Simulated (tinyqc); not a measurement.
Two coupled magnetic layers: synthetic antiferromagnet, spin flop, exchange bias and magnetoresistance: one step, computed by the program tinyqc. Command: `OMP_NUM_THREADS=1 python tinyqc.py 3003280 3003281 out.jsonl saf walk`. One thread of a shared host (Intel(R) Xeon(R) Processor @ 2.30GHz), about 0.2 s of CPU time with the checks.

Moments lie in the plane at the angles p1, p2 from the field. Energy per area: E = J1 cos(p1 - p2) + J2 cos^2(p1 - p2) - B M_s (t1 cos p1 + t2 cos p2) + K (t1 cos^2 p1 + t2 cos^2 p2).

Problem. Saturation field. The parallel state is stable while the Hessian at p1 = p2 = 0 is positive: with c = J1 + 2 J2 and u = B M_s - 2K, (u t1 - c)(u t2 - c) > c^2, so B_sat M_s = c (1/t1 + 1/t2) + 2K. B_K = 2K/M_s.

Inputs (values chosen for the exercise, for a model stack):

| quantity | value | unit |
|---|---|---|
| saturation magnetisation M_s | 1320 | kA/m |
| thickness t1 | 3 | nm |
| thickness t2 | 3 | nm |
| antiferromagnetic coupling J1 | 0.38 | mJ/m^2 |
| biquadratic coupling J2 | 0.06 | mJ/m^2 |
| in-plane anisotropy K | 0.73 | kJ/m^3 |
| field over the saturation field | 0.78 | - |

Field direction: along the hard axis.

Give: exchange field c (1/t1 + 1/t2)/M_s; B_K; saturation field B_sat; applied field B.

Solution.

exchange field c (1/t1 + 1/t2)/M_s = 252.5 mT

B_K = 1.106 mT

saturation field B_sat = 253.6 mT

applied field B = 197.8 mT
